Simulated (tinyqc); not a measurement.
Overlap of hydrogenic dopants: pairs, impurity band and the Mott density: one step. The impurity band at this density. Two cases, with inputs chosen for the exercise.

Task: Form R/aB, t, B = 2 z t and N^(1/3) aB. Two estimates of the gap between the Hubbard bands: u - B (rigid bands, closing at B = u) and the Hubbard-III rule, which closes at B = (2/sqrt3) u; give B/u.

Ry* = Ry m/eps^2, aB = a0 eps/m. For 1s orbitals a distance rho = R/aB apart, in Ry*: overlap S = exp(-rho)(1 + rho + rho^2/3), J = (2/rho)(1 - (1 + rho) exp(-2 rho)) (attraction to the other ion), Kx = 2 (1 + rho) exp(-rho) (exchange of one electron). One electron on a pair has E = -1 - (J +/- Kx)/(1 +/- S), without the repulsion 2/rho of the ions. Hopping after orthogonalisation: t = (Kx - S J)/(1 - S^2), half the splitting. Dopants on a lattice with z neighbours, n = (3 sqrt3/4)/R^3 (bcc), give a band of width B = 2 z t, as on any lattice of two interpenetrating sublattices. Valleys, central cells and disorder are left out.

Give: R/aB; t; B; N^(1/3) aB; B/u.

Case 1.

Values chosen (out of a larger set: an isotropic mass and dielectric constant of the size used for acceptors in Si; not measured data):
- N = 0.0032 1/aB^3 (dopant density)
- z = 8 (neighbours in the dopant lattice)
- u = 0.945 Ry* (cost of a second electron on one dopant)

Ry* = 40.45698 meV

Result:

R/aB = 7.4044
t = 0.00585 Ry*

B: in Ry* 0.094, in meV 3.784

N^(1/3) aB = 0.1474
B/u = 0.099

Case 2.

Values chosen (out of a larger set: an isotropic mass and dielectric constant of the size used for donors in GaN; not measured data):
- N = 0.012 1/aB^3 (dopant density)
- z = 8 (neighbours in the dopant lattice)
- u = 1.25 Ry* (cost of a second electron on one dopant)

Ry* = 31.50792 meV

Result:

R/aB = 4.7659
t = 0.05122 Ry*

B: in Ry* 0.819, in meV 25.820

N^(1/3) aB = 0.2289
B/u = 0.656

Both rules leave a gap: an insulator at T = 0. Mott's screening rule, N^(1/3) aB = 0.26, puts this density on the insulating side.

Computed by tinyqc, one run a case: `OMP_NUM_THREADS=1 python tinyqc.py N N+1 out.jsonl` with N = 1482460, 1482569; one thread of a shared Intel(R) Xeon(R) Processor @ 2.30GHz, about 0.01 s a run at most.
